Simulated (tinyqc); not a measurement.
Worked calculation: tight binding, kagome lattice. One step of it, computed by the program tinyqc.

Question. Levels at K. Diagonalise the Hermitian matrix.

H(k) at K (eV), order A, B, C:
```
[[0.000000, -0.540000+0.935307i, -0.540000-0.935307i],
 [-0.540000-0.935307i, 0.000000, -0.540000+0.935307i],
 [-0.540000+0.935307i, -0.540000-0.935307i, 0.000000]]
```

Give: eigenvalues.

Answer.

eigenvalues (eV): [-1.0800, -1.0800, 2.1600]
